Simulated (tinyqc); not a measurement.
Abrupt p-n junction, non-linear Poisson equation by Newton steps: effect of temperature.

One dimension, p side on the left, n side on the right; net doping C = -Na for x < 0 and +Nd for x > 0. The potential psi is counted from the intrinsic level, and the quasi-Fermi potentials are flat: 0 for holes and -V for electrons, so n = ni exp((psi + V)/Vt) and p = ni exp(-psi/Vt) (Boltzmann statistics, full ionisation, no current).

Nc and Nv are given at 400 K and scale as (T/400 K)^1.5; Eg and eps_r are held fixed and ionisation stays complete. ni = sqrt(Nc Nv) exp(-Eg/(2 Vt)), Eg in volts. Depletion approximation: Vbi = Vt ln(Na Nd/ni^2), W = sqrt(2 eps0 eps_r (Vbi - V)(1/Na + 1/Nd)/q), xp = W Nd/(Na + Nd), xn = W Na/(Na + Nd), peak field 2 (Vbi - V)/W, capacitance eps0 eps_r/W. Exact first integral for an abrupt junction with thick neutral sides: psi_p = -Vt ln(Na/ni), psi_n = Vt ln(Nd/ni) - V, psi_j = (Nd psi_n + Na psi_p - Vt (Nd - Na))/(Na + Nd) at the junction, n_j = ni exp((psi_j + V)/Vt), p_j = ni exp(-psi_j/Vt), and E_j^2 = (2 q/(eps0 eps_r)) [Nd (psi_n - psi_j - Vt) + Vt (n_j + p_j)] (minority densities of the neutral sides neglected).

Parameters, values chosen for the exercise; band and dielectric values close to those of 4H silicon carbide:
```
symbol,value,unit,meaning
Eg,3.24,eV,band gap
eps_r,9.64,,relative permittivity
Nc,2.6e19,cm^-3,conduction-band density of states at the reference temperature
Nv,3.9e19,cm^-3,valence-band density of states at the reference temperature
Na,1.4e16,cm^-3,acceptor density of the p side
Nd,2.7e15,cm^-3,donor density of the n side
V,0,V,bias of the p side against the n side
```

Constants: q = 1.602176634e-19 C, kB = 1.380649e-23 J/K, Vt = kB T/q, eps0 = 8.8541878128e-14 F/cm where lengths are in cm. Results are converted to the units shown.

The same in every row: share of W on the n side (%) = 83.83.

Effect of temperature:

| T (K) | ni (cm^-3) | Vbi (V) | W (nm) | peak field, depletion (kV/cm) | peak field, exact (kV/cm) |
|---|---|---|---|---|---|
| 200 | 1.695e-22 | 2.981 | 1185 | 50.33 | 50.04 |
| 240 | 1.418e-15 | 2.918 | 1172 | 49.79 | 49.44 |
| 280 | 1.294e-10 | 2.853 | 1159 | 49.24 | 48.82 |
| 320 | 6.979e-7 | 2.787 | 1145 | 48.66 | 48.18 |
| 360 | 5.694e-4 | 2.719 | 1131 | 48.07 | 47.52 |
| 400 | 0.1236 | 2.650 | 1117 | 47.46 | 46.84 |
| 440 | 10.22 | 2.581 | 1102 | 46.83 | 46.13 |
| 480 | 409.8 | 2.510 | 1087 | 46.18 | 45.41 |

What does the table show?

ni rises from 1.70e-22 to 410 cm^-3, while Vbi falls from 2.98 to 2.51 V, on average -1.68 mV/K; W falls from 1180 to 1090 nm. The depletion field is 0.58 % above the exact one in the first row and 1.7 % above it in the last.

Computed by the program tinyqc: `OMP_NUM_THREADS=1 python tinyqc.py 2000077 2000078 out.jsonl`, one thread of a shared Intel Xeon 2.30GHz, about 0.02 s for the whole run.
